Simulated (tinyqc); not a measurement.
Inside a calculation. Model: floating body of a partially depleted SOI transistor: body voltage and kink.

tinyqc, about 0.2 s, one thread, Intel Xeon 2.30GHz (shared host): `OMP_NUM_THREADS=1 python tinyqc.py 2182005 2182006 out.jsonl` Printed values are rounded.

Source at 0 V. Channel current Ic = 2 nf K Vt^2 [F(0) - F(Vd)](1 + la Vd), F(V) = ln^2(1 + exp((Vg - VT - nf V)/(2 nf Vt))), VT = VT0 - gb Vb. Saturation voltage Vs = 2 Vt sqrt(F(0)) + 3 Vt, excess Ve = (Vd - Vs + sqrt((Vd - Vs)^2 + 0.0004 V^2))/2, multiplication M1 = Ai Ve exp(-Bl/Ve). Each junction passes D(v) = J1 (exp(v/Vt) - 1) + J2 (exp(v/(2 Vt)) - 1). Bipolar current Ib = bb J1 (exp(Vb/Vt) - 1). The body settles where M1 (Ic + Ib) = D(Vb) + D(Vb - Vd) + Vb/Rb; drain current Id = (1 + M1)(Ic + Ib) - D(Vb - Vd).

Parameters, values chosen for the exercise; values of the order met in partially depleted silicon-on-insulator transistors: temperature T = 398 K; threshold at zero body voltage VT0 = 0.38 V; fall of the threshold per volt of body voltage gb = 0.27; slope factor nf = 1.18; gain factor per width K = 130 uA/(V^2 um); channel-length modulation factor la = 0.07 1/V; impact-ionisation prefactor Ai = 3.99 1/V; impact-ionisation voltage Bl = 7.8 V; diffusion saturation current of each junction J1 = 1e-9 uA/um; recombination saturation current of each junction J2 = 3.4e-7 uA/um; gain of the lateral bipolar transistor on the diffusion current bb = 3; resistance of a weak body tie to the source (1e9 stands for no tie, and the term is then dropped) Rb = 1e9 kohm um; gate voltage Vg = 0.96 V; drain voltage Vd = 2.4 V.

Constants: q = 1.602176634e-19 C, kB = 1.380649e-23 J/K, Vt = kB T/q. Results are converted to the units shown.

Range of the model: The multiplication law is an empirical form chosen for the exercise; self-heating and capacitive coupling to the body are left out, and the linear laws are rough once Vb passes about 0.7 V or M1 about 0.1.

## Starting value

Vb = 0.84 V.

Vb at the start = 0.84 V

## Iteration 1: new Vb

Current into the body I_in = M1 (Ic + Ib) - D(Vb - Vd), current out I_out = D(Vb) + Vb/Rb; f = ln(I_in/I_out), s = df/dVb by central differences over 1e-5 V, Vb(new) = Vb - f/s.

Ic = 41.8803 uA/um
Ve = 1.61344 V
M1 = 0.0511888
I_in = 8.79675 uA/um
I_out = 43.3937 uA/um
f = -1.59593
s = -7.74617 1/V
Vb after iteration 1 = 0.633971 V

## Iteration 2: new Vb

As before.

Ic = 36.3046 uA/um
Ve = 1.66058 V
M1 = 0.0604337
I_in = 2.21335 uA/um
I_out = 0.110127 uA/um
f = 3.00063
s = -28.5102 1/V
Vb after iteration 2 = 0.739219 V

## Course of the iteration

Stop when the step is below 1e-10 V, or after 40 iterations.

Course of the iteration:
```
iteration,Vb before the step (V),step (V)
1,0.84,-0.206
2,0.633971,0.105
3,0.739219,4.06e-3
4,0.743278,3.50e-5
5,0.743313,2.75e-9
6,0.743313,0
```

Converged in 6 iterations.

## Drain current with floating and with grounded body

converged Vb = 0.743313 V

Id and VT at the converged Vb, Id at Vb = 0, their ratio, and the bipolar share Ib/(Ic + Ib).

VT = 0.179306 V
Id, floating = 49.5697 uA/um
Id, grounded = 23.7227 uA/um
ratio = 2.08955
bipolar share = 16.5087 %

The body rises to 0.743 V and lowers the threshold by 201 mV.
